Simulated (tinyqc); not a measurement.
# p-n heterojunction, non-linear Poisson equation by Newton steps, Fermi-Dirac statistics, step by step

Program tinyqc, `OMP_NUM_THREADS=1 python tinyqc.py 2040128 2040129 out.jsonl`; Intel Xeon 2.30GHz, shared host, one thread, about 0.2 s. Printed values are rounded.

One dimension, material 1 (p-type) at x < 0 and material 2 (n-type) at x > 0. Band edges: Ec = -psi in material 1 and -psi + dEc in material 2, Ev = Ec - Eg. Flat quasi-Fermi levels: 0 for holes, +V for electrons. n = Nc F((EFn - Ec)/Vt), p = Nv F((Ev - EFp)/Vt), with F(eta) = F_1/2(eta) = (2/sqrt(pi)) int_0^infinity sqrt(u) du/(1 + exp(u - eta)) (Fermi-Dirac statistics); full ionisation, no interface charge, classical densities; the doping types are chosen for the exercise.

Values chosen for this exercise; band and dielectric values those of a made-up pair: temperature T = 300 K; band gap of material 1 Eg1 = 1.75 eV; relative permittivity of material 1 er1 = 11.5; conduction-band density of states of material 1 Nc1 = 4.27e17 cm^-3; valence-band density of states of material 1 Nv1 = 9.15e18 cm^-3; band gap of material 2 Eg2 = 0.75 eV; relative permittivity of material 2 er2 = 11.9; conduction-band density of states of material 2 Nc2 = 2.47e17 cm^-3; valence-band density of states of material 2 Nv2 = 6.99e18 cm^-3; conduction-band offset Ec2 - Ec1 dEc = -0.58 eV; acceptor density of material 1 N1 = 1.3e18 cm^-3; donor density of material 2 N2 = 1.3e16 cm^-3; bias of side 1 against side 2 V = 0.35 V.

Constants: q = 1.602176634e-19 C, kB = 1.380649e-23 J/K, Vt = kB T/q, eps0 = 8.8541878128e-14 F/cm where lengths are in cm. Results are converted to the units shown.

## Offsets and end potentials

dEv = Ev1 - Ev2 = Eg2 - Eg1 - dEc. Neutrality of the majority carriers far from the junction: Nv1 F((-psi_L - Eg1)/Vt) = N1 and Nc2 F((V + psi_R - dEc)/Vt) = N2. Total bending psi_R - psi_L.

dEv = -0.42 eV
psi_L = -1.70085 V
psi_R = -1.00564 V
psi_R - psi_L = 0.695210 V

The alignment is straddling (type I): dEc and dEv have the same sign.

## Permittivity of the intervals

```
node,x (nm)
0,-52.3
1,-35.9
2,-24
3,-15.3
4,-9.06
5,-4.51
6,-1.2
7,1.2
8,6.56
9,18.5
10,45.3
11,105
12,238
13,537
```

er1 or er2; the interface lies midway in its interval, which gets the series value 2 er1 er2/(er1 + er2).

```
interval,eps_r
0,11.5
1,11.5
2,11.5
3,11.5
4,11.5
5,11.5
6,11.6966
7,11.9
8,11.9
9,11.9
10,11.9
11,11.9
12,11.9
```

## Couplings between neighbouring nodes

a_i = eps0 eps_r/h_i for the interval from node i to i + 1, with h_i = x_(i+1) - x_i in cm.

```
interval,coupling a_i (F/cm^2)
0,6.20873e-7
1,8.55657e-7
2,1.17038e-6
3,1.63178e-6
4,2.23787e-6
5,3.07623e-6
6,4.31516e-6
7,1.96576e-6
8,8.82453e-7
9,3.93152e-7
10,1.76491e-7
11,7.92217e-8
12,3.52391e-8
```

## Starting potential

```
node,material
0,1
1,1
2,1
3,1
4,1
5,1
6,1
7,2
8,2
9,2
10,2
11,2
12,2
13,2
```

psi_L + (psi_R - psi_L)(1 + tanh(x/s))/2 on the inner nodes with s = 49 nm, psi_L and psi_R on the ends.

```
node,psi at the start (V)
0,-1.70085
1,-1.57039
2,-1.51108
3,-1.45839
4,-1.41679
5,-1.38515
6,-1.36175
7,-1.34473
8,-1.30698
9,-1.22790
10,-1.10018
11,-1.01508
12,-1.00568
13,-1.00564
```

## Iteration 1: densities, residual and Jacobian diagonal

n_i = Nc F(a_n), a_n = (V - Ec_i)/Vt; p_i = Nv F(a_p), a_p = (Ec_i - Eg)/Vt; rho_i = p_i - n_i + C_i with C = -N1 or +N2; g_i = (Nc F'(a_n) + Nv F'(a_p))/Vt with F' = F_-1/2(eta) = (1/sqrt(pi)) int_0^infinity u^(-1/2) du/(1 + exp(u - eta)). Box widths w_i = (h_(i-1) + h_i)/2 in cm. Residual F_i = a_i (psi_(i+1) - psi_i) - a_(i-1) (psi_i - psi_(i-1)) + q rho_i w_i; Jacobian: a_(i-1) and a_i beside the diagonal, b_i = -a_(i-1) - a_i - q g_i w_i on it. The two end nodes are fixed.

```
node,n (cm^-3),p (cm^-3)
0,8.65304e-6,1.3e18
1,0.00134530,8.78858e15
2,0.0133420,8.86439e14
3,0.102412,1.15486e14
4,0.511799,2.31092e13
5,1.74066,6.79470e12
6,4.30223,2.74910e12
7,2.66375e10,8.21206e18
8,1.14724e11,2.52689e18
9,2.44407e12,1.33788e17
10,3.41622e14,9.63143e14
11,9.07435e15,3.58109e13
12,1.29793e16,2.48975e13
13,1.3e16,2.48571e13
```

```
node,residual F (C/cm^2),diagonal b (F/cm^2)
1,-3.22977e-7,-1.55357e-6
2,-2.03470e-7,-2.03170e-6
3,-1.49367e-7,-2.80270e-6
4,-1.09421e-7,-3.86973e-6
5,-8.07111e-8,-5.31412e-6
6,-5.79728e-8,-7.39139e-6
7,5.12059e-7,-2.03618e-5
8,3.47575e-7,-1.48729e-5
9,2.59850e-8,-2.87091e-6
10,-2.57553e-8,-6.04610e-7
11,-8.16045e-9,-7.92765e-7
12,-5.85090e-10,-1.82363e-6
```

## Iteration 1: Newton step

Solve the tridiagonal system a_(i-1) d_(i-1) + b_i d_i + a_i d_(i+1) = -F_i for nodes 1 to 12, with d = 0 on fixed nodes. Each component d is damped to sign(d) Vt ln(1 + |d|/Vt) before it is added.

```
node,"Newton step d, before damping (V)"
1,-0.586047
2,-0.686597
3,-0.589578
4,-0.428648
5,-0.262424
6,-0.115264
7,0.003079
8,0.024424
9,0.010914
10,-0.041219
11,-0.019587
12,-0.001172
```

```
node,psi after iteration 1 (V)
0,-1.70085
1,-1.65219
2,-1.59681
3,-1.54034
4,-1.49091
5,-1.44749
6,-1.40563
7,-1.34182
8,-1.28979
9,-1.21880
10,-1.12483
11,-1.02966
12,-1.00683
13,-1.00564
```

## Iteration 2: densities, residual and Jacobian diagonal

As before.

```
node,n (cm^-3),p (cm^-3)
0,8.65304e-6,1.3e18
1,5.68371e-5,2.06438e17
2,4.84129e-4,2.44070e16
3,0.00430197,2.74897e15
4,0.0291111,4.06273e14
5,0.156099,7.57676e13
6,0.788154,1.50063e13
7,2.98098e10,7.57217e18
8,2.23112e11,1.37655e18
9,3.47588e12,9.42612e16
10,1.31715e14,2.49860e15
11,5.19148e15,6.29435e13
12,1.24263e16,2.60260e13
13,1.3e16,2.48571e13
```

```
node,residual F (C/cm^2),diagonal b (F/cm^2)
1,-2.30746e-7,-3.27256e-6
2,-1.91794e-7,-2.18169e-6
3,-1.40694e-7,-2.81489e-6
4,-9.58356e-8,-3.87101e-6
5,-5.02378e-8,-5.31428e-6
6,8.71023e-8,-7.39141e-6
7,2.98482e-7,-1.95530e-5
8,1.52928e-7,-9.74976e-6
9,7.58825e-9,-2.40184e-6
10,-9.50000e-9,-6.40137e-7
11,-2.83689e-9,-5.67184e-7
12,3.08542e-10,-1.75238e-6
```

## Iteration 2: Newton step

As before.

```
node,"Newton step d, before damping (V)"
1,-0.153800
2,-0.318556
3,-0.317500
4,-0.232998
5,-0.128699
6,-0.036500
7,0.009041
8,0.018215
9,0.007804
10,-0.012508
11,-0.008926
12,-0.000227
```

```
node,psi after iteration 2 (V)
0,-1.70085
1,-1.70231
2,-1.66375
3,-1.60720
4,-1.55046
5,-1.49372
6,-1.42839
7,-1.33407
8,-1.27600
9,-1.21198
10,-1.13503
11,-1.03733
12,-1.00705
13,-1.00564
```

## Course of the Newton iteration

Stop when the largest undamped |d| is below 1e-9 V, or after 80 iterations.

Course of the iteration:
```
iteration,largest |F| (C/cm^2),largest |d| (V),at node
1,5.12e-7,0.687,2
2,2.98e-7,0.319,2
3,1.47e-7,0.114,3
4,8.27e-8,0.0331,3
5,2.28e-8,5.17e-3,3
6,1.22e-9,3.01e-4,5
7,4.67e-12,1.92e-6,5
8,2.45e-16,7.21e-11,5
```

Converged in 8 iterations. Once the step is below 0.1 Vt, 2 more iteration(s) reach the threshold: near the solution the error is roughly squared each time.

## Band edges, densities and displacement

```
node,converged psi (V)
0,-1.70085
1,-1.70064
2,-1.69792
3,-1.67714
4,-1.60612
5,-1.50548
6,-1.40567
7,-1.32074
8,-1.26114
9,-1.20508
10,-1.13338
11,-1.03799
12,-1.00703
13,-1.00564
```

Ec, Ev, n and p as defined; D = a_k (psi_(k+1) - psi_k) on the interval that holds the interface.

```
node,Ec (eV),Ev (eV),n (cm^-3),p (cm^-3)
0,1.70085,-0.049151,8.65304e-6,1.3e18
1,1.70064,-0.049355,8.72153e-6,1.29027e18
2,1.69792,-0.052080,9.69105e-6,1.16673e18
3,1.67714,-0.072864,2.16533e-5,5.35043e17
4,1.60612,-0.143877,3.37663e-4,3.49795e16
5,1.50548,-0.244518,0.0165647,7.13985e14
6,1.40567,-0.344326,0.786837,1.50314e13
7,0.74074,-0.009258,6.73793e10,3.99777e18
8,0.68114,-0.068864,6.75848e11,4.75537e17
9,0.62508,-0.124917,5.90873e12,5.55586e16
10,0.55338,-0.196617,9.46149e13,3.47836e15
11,0.45799,-0.292013,3.76917e15,8.68720e13
12,0.42703,-0.322972,1.23317e16,2.62293e13
13,0.42564,-0.324361,1.3e16,2.48571e13
```

D = 366.497 nC/cm^2

## Check against the first integral

Exact first integral: on each side D^2/(2 eps0 er) = G, G = q [Vt (nI_j - nI_b) + Vt (pI_j - pI_b) - C (psi_j - psi_b)], with C = -N1 or +N2, b the neutral end of that side, and nI, pI the densities with F_1/2 replaced by F_3/2(eta) = (4/(3 sqrt(pi))) int_0^infinity u^(3/2) du/(1 + exp(u - eta)). D is continuous, so er1 G1(psi_j) = er2 G2(psi_j) fixes psi_j. Ends from Nv1 F((-psi_L - Eg1)/Vt) = N1 and Nc2 F((V + psi_R - dEc)/Vt) = N2. D is counted positive when psi rises towards material 2.

psi_j = -1.35854 V
D = 365.994 nC/cm^2
psi_j - psi_L = 0.342304 V
psi_R - psi_j = 0.352906 V
Ec1 - EFn at the interface = 1.00854 eV
Ec2 - EFn at the interface = 0.428545 eV

Material 2 takes 50.8 % of the bending. The 14-node mesh gave D = 366.5 nC/cm^2, 0.14 % above the exact value in size.
